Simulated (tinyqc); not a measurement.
## Junction parameters from two forward currents

Inverse problem. D(v) = J1 (exp(v/Vt) - 1) + J2 (exp(v/(2 Vt)) - 1). Find J1, J2 and the voltage 2 Vt ln(J2/J1) near which both parts are equal.

Parameters, values chosen for the exercise: temperature T = 358 K.

Constants: q = 1.602176634e-19 C, kB = 1.380649e-23 J/K, Vt = kB T/q. Results are converted to the units shown.

junction voltages (V): 0.32  0.63
currents (uA/um): 1.0013492e-5  0.0068931760

Answer. The current is linear in J1 and J2, so two points give two equations.

J1 = 7.30e-12 uA/um
J2 = 5.50e-8 uA/um
crossover = 0.551 V

Program tinyqc, `OMP_NUM_THREADS=1 python tinyqc.py 2182162 2182163 out.jsonl`; Intel Xeon 2.30GHz, shared host, one thread, about 0.2 s.
